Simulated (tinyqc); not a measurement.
# Capacitance measurement on a leaky thin oxide: effects of series resistance and leakage, step by step

Program tinyqc, `OMP_NUM_THREADS=1 python tinyqc.py 2022121 2022122 out.jsonl`; Intel Xeon 2.30GHz, shared host, one thread, about 0.01 s. Printed values are rounded.

The device is a capacitance C in parallel with a leakage conductance G, in series with Rs and Ls. An impedance meter reports either a parallel pair (Cp, Gp) from Y = 1/Z = Gp + i w Cp or a series pair (Cs, Rm) from Z = Rm + 1/(i w Cs); w = 2 pi f, dissipation D = Gp/(w |Cp|).

Values chosen for this exercise; values of the order met in thin-oxide MOS capacitors:

| symbol | value | unit | meaning |
|---|---|---|---|
| eox | 7.55 |  | relative permittivity of the gate insulator (close to silicon nitride) |
| tox | 3.3 | nm | insulator thickness |
| A | 10000 | um^2 | gate area |
| zc | 0.6 | nm | oxide-equivalent thickness added by the accumulation layer |
| zp | 0.18 | nm | oxide-equivalent thickness added by gate depletion |
| Jg | 4.6 | A/cm^2 | gate leakage current density, not matched to the thickness |
| Vs | 0.39 | V | voltage for an e-fold rise of the leakage |
| Rs | 110 | ohm | series resistance |
| Ls | 470 | nH | series inductance |
| f | 2e5 | Hz | measuring frequency |

Constants: eps0 = 8.8541878128e-14 F/cm where lengths are in cm. Results are converted to the units shown.

## True capacitance and conductance

EOT = 3.9 tox/eox; CET = EOT + zc + zp; C = 3.9 eps0 A/CET; G = Jg A/Vs.

EOT = 1.70464 nm
CET = 2.48464 nm
C = 138.979 pF
G = 1179.49 uS

## What the meter reports

Z = Rs + i w Ls + 1/(G + i w C).

Z = 939.637-122.254i ohm
Cp = 108.353 pF
Gp = 1046.53 uS
Cs = 6509.21 pF
D = 7.68596

Cp is 22 % below C and Cs is 46.8 times it; G Rs = 0.130, w C Rs = 0.0192 and G/(w C) = 6.75.
